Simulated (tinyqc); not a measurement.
# Charge pumping in an n-channel transistor: effect of temperature

The gate is pulsed from accumulation to inversion and back. Energies E are counted from the intrinsic level; Dit(E) = D0 [1 + b (2 E/Eg)^2]. During each edge the traps near the bands emit their carriers, and those between Eh and Ee recombine once a cycle.

Nc and Nv are given at 300 K and scale as T^1.5, vth as T^0.5; Eg and the cross-sections are held. ni = sqrt(Nc Nv) exp(-Eg/(2 Vt)), Eg in volts; emission times te = (dV/Va) tf and th = (dV/Va) tr; Ee = -Vt ln(vth sn ni te), Eh = +Vt ln(vth sp ni th). Nit = integral of Dit from Eh to Ee = D0 [Ee - Eh + 4 b (Ee^3 - Eh^3)/(3 Eg^2)], Qcp = q A Nit, Icp = f Qcp.

Parameters, values chosen for the exercise; band and dielectric values close to those of silicon: band gap Eg = 1.14 eV; conduction-band density of states at 300 K Nc = 2.75e19 cm^-3; valence-band density of states at 300 K Nv = 2.65e19 cm^-3; gate area A = 0.081 um^2; trap density at midgap D0 = 4e11 cm^-2 eV^-1; rise of the trap density towards the band edges b = 7.1; cross-section for electrons sn = 1.1e-16 cm^2; cross-section for holes sp = 5.1e-16 cm^2; thermal velocity at 300 K, one nominal value for electrons and holes vth = 1.1e7 cm/s; Vth - Vfb dV = 1.01 V; pulse height Va = 3.5 V; frequency f = 1.8e5 Hz; rise time tr = 94 ns; fall time tf = 94 ns.

Constants: q = 1.602176634e-19 C, kB = 1.380649e-23 J/K, Vt = kB T/q. Results are converted to the units shown.

Result of one run:
```
T (K),Ee (eV),Eh (eV),Nit (cm^-2),Icp (pA)
340,0.36382,-0.31888,5.0787e11,11.864
```

What becomes of these results when the temperature T is changed from 340 to 300 K, all else the same?

Result of the changed run:
```
T (K),Ee (eV),Eh (eV),Nit (cm^-2),Icp (pA)
300,0.39455,-0.35489,6.0897e11,14.225
```

The whole series:
```
T (K),Ee (eV),Eh (eV),Nit (cm^-2),Icp (pA)
180,0.48058,-0.45678,9.7604e11,22.800
220,0.45310,-0.42402,8.4400e11,19.716
260,0.42435,-0.38999,7.2121e11,16.847
300,0.39455,-0.35489,6.0897e11,14.225
340,0.36382,-0.31888,5.0787e11,11.864
380,0.33228,-0.28205,4.1800e11,9.7645
420,0.30001,-0.24449,3.3907e11,7.9205
```

The window Ee - Eh shrinks from 0.937 to 0.545 eV, since emission is faster when hot, and Icp falls from 22.8 to 7.92 pA.

Range of the model: The Fermi levels of inversion and accumulation are taken to lie beyond Ee and Eh, the flat tops to fill all traps, and no geometric current is added.

Numbers from tinyqc (`OMP_NUM_THREADS=1 python tinyqc.py 2030106 2030107 out.jsonl`; about 0.01 s on one thread of a shared Intel Xeon 2.30GHz).
